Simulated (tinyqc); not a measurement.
Power transistor in saturation, electro-thermal loop: one step of the calculation.

One temperature T for the device, T = T0 + Rth P(T), with P(T) = V I0 (T/300 K)^(-al) [1 + kv (T - 300 K)/Vov]^2. The loop gain is Rth dP/dT; a solution is thermally stable when it is below one.

Question. Temperature by Newton steps. P(T) = V I0 (T/300 K)^(-al) [1 + kv (T - 300 K)/Vov]^2; P'(T) = P [-al/T + 2 kv/(Vov + kv (T - 300 K))]; G = Rth P'; T(new) = T + (T0 + Rth P - T)/(1 - G).

Parameters, values chosen for the exercise:
- T0 = 300 K (ambient temperature)
- V = 28 V (drain voltage)
- I0 = 0.06 A (saturation current at 300 K)
- al = 1.1 (exponent of the mobility)
- Vov = 1 V (overdrive at 300 K)
- kv = 1.6 mV/K (fall of the threshold with temperature)
- Rth = 120 K/W (thermal resistance)

T after iteration 1 = 484.26440 K

Give: P; G; T after iteration 2.

Answer.

P = 1.663 W
G = 0.03990
T after iteration 2 = 500.2 K

tinyqc, about 0.01 s, one thread, Intel Xeon 2.30GHz (shared host): `OMP_NUM_THREADS=1 python tinyqc.py 2520048 2520049 out.jsonl`
